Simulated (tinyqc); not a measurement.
Inside a calculation. Model: frequency dispersion of an accumulation capacitance by border traps, distributed model.

Program tinyqc, `OMP_NUM_THREADS=1 python tinyqc.py 2202037 2202038 out.jsonl`; Intel Xeon 2.30GHz, shared host, one thread, about 0.5 s. Printed values are rounded.

Traps spread evenly through the insulator exchange electrons with the semiconductor by tunnelling, with tau(x) = t0 exp(2 ka x) at depth x from the interface. The admittance per area Y seen at depth x obeys dY/dx = -Y^2/(i w eps0 eox) + q Nb ln(1 + i w tau)/tau, with Y(0) = i w Cs and w = 2 pi f; the gate sees Y(tox) = G + i w C. Working variable y = Y/(i w), in uF/cm^2. Cox = eps0 eox/tox.

Parameters, values chosen for the exercise; permittivity close to that of aluminium oxide: relative permittivity of the insulator eox = 8.68; insulator thickness tox = 4.4 nm; semiconductor capacitance in accumulation Cs = 7.5 uF/cm^2; density of border traps Nb = 2.1e19 cm^-3 eV^-1; decay constant of the wave function in the insulator ka = 4.2 1/nm; time constant of a trap at the interface t0 = 5e-10 s; frequency f = 1000 Hz; depth down to which the steps are taken xe = 2.1 nm.

Constants: q = 1.602176634e-19 C, eps0 = 8.8541878128e-14 F/cm where lengths are in cm. Results are converted to the units shown.

## Scales and lumped estimate

Cox; trap-free value 1/(1/Cox + 1/Cs); response depth d = ln(1/(w t0))/(2 ka), where w tau = 1; lumped estimate: all traps within d act as C_bt = q Nb d placed at d/2, so C = 1/{1/[1/(1/Cs + d/(2 eps0 eox)) + C_bt] + (tox - d/2)/(eps0 eox)}.

Cox = 1.746690 uF/cm^2
trap-free C = 1.416742 uF/cm^2
d = 1.508426 nm
C_bt = 0.5075207 uF/cm^2
lumped C = 1.467327 uF/cm^2

The traps within reach amount to 0.0677 Cs and lie in the first 34.3 % of the insulator.

## Midpoint steps through the active depth

In terms of y: dy/dx = -y^2/(eps0 eox) + s(x), s = q Nb ln(1 + z)/z, z = i w tau. 11 midpoint steps of h = xe/11: y_half = y + (h/2) y'(x, y), y(new) = y + h y'(x + h/2, y_half).

```
point,x (nm),s (uF/(cm^2 nm)),y (uF/cm^2)
0,0,0.3364571-0.0000005i,7.500000+0.000000i
1,0.1909091,0.3364571-0.0000026i,6.404275+0.000000i
2,0.3818182,0.3364571-0.0000131i,5.595888-0.000001i
3,0.5727273,0.3364571-0.0000649i,4.978303-0.000006i
4,0.7636364,0.3364567-0.0003227i,4.493204-0.000031i
5,0.9545455,0.3364469-0.0016043i,4.103554-0.000156i
6,1.145455,0.3362054-0.0079664i,3.784798-0.000782i
7,1.336364,0.3304278-0.0385845i,3.519854-0.003892i
8,1.527273,0.2482008-0.1240590i,3.292261-0.017573i
9,1.718182,0.0809254-0.1026326i,3.070510-0.038443i
10,1.909091,0.0178543-0.0391213i,2.860140-0.044475i
11,2.1,0.0036561-0.0116176i,2.672477-0.042444i
```

## Capacitance and conductance at the gate

y at xe = 2.672477-0.042444i uF/cm^2

Beyond xe the traps are ignored, so 1/y(tox) = 1/y(xe) + (tox - xe)/(eps0 eox); C = Re y, G/w = -Im y, loss tangent G/(w C).

y at the gate = 1.484979-0.013103i uF/cm^2
C = 1.484979 uF/cm^2
G/w = 0.01310258 uF/cm^2
loss tangent = 0.008823412

A fine integration over the whole insulator gives C = 1.4805 and G/w = 0.01379 uF/cm^2; the coarse G/w is 5.0 % below that. The fine C is 4.5 % above the trap-free value, and the lumped estimate is 0.89 % below the fine result.
